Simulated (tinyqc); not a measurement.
Plane-wave Kohn-Sham cycle with exchange-only LDA in a layered model solid, step by step. Computed by tinyqc, a small Python program that keeps every step. Settings: points = 16, plane-wave index or count = 3, electrons = 2, k points = 4, area = 15.0, mixing = 0.1, iteration cap = 71. Command: `OMP_NUM_THREADS=1 python tinyqc.py 26836 26837 out.jsonl` (the two numbers bound the seeds that draw the settings). One thread of a shared host (Intel(R) Xeon(R) Processor @ 2.60GHz), about 0.06 s of CPU time with the checks.

A solid whose potential varies along x alone (atomic units):
```
parameter                      value
period a                   12.600000
cross-section of the cell  15.000000
electrons per cell                 2
grid points                       16
plane waves -n..n, n               3
k points                           4
V1 in V1 cos(2 pi x/a)     -0.620000
```

Stop when sqrt(dV sum R^2) is below 1e-8, dV = a A/N.

Course of the cycle:
```
iteration  E (hartree)  norm of the residual
1            -1.187562              2.06e-01
2            -1.057693              1.79e-01
3            -0.955574              1.54e-01
4            -0.876908              1.32e-01
5            -0.817483              1.11e-01
6            -0.773520              9.32e-02
7            -0.741734              7.73e-02
8            -0.719327              6.36e-02
9            -0.703960              5.23e-02
10           -0.693718              4.31e-02
11           -0.687082              3.60e-02
...                ...                   ...
61           -0.675913              1.37e-04
62           -0.675913              1.23e-04
63           -0.675913              1.10e-04
64           -0.675913              9.87e-05
65           -0.675913              8.84e-05
66           -0.675913              7.92e-05
67           -0.675913              7.10e-05
68           -0.675913              6.36e-05
69           -0.675913              5.70e-05
70           -0.675913              5.11e-05
71           -0.675913              4.59e-05
```

Can the last value be used, and what does the course show?

Not by the stop rule, although the second column moves by less than 1e-07 over the last three steps. Not converged within 71 iterations: the residual falls steadily but slowly, by a factor of about 0.90 a step. Reruns (cap 100 unless said): mixing 0.5, Kerker q0 1.0: converged in 88 (E = -0.67591); mixing 0.3, Pulay depth 5: converged in 11 (E = -0.67591); the original settings with a cap of 400: converged in 153 (E = -0.67591).
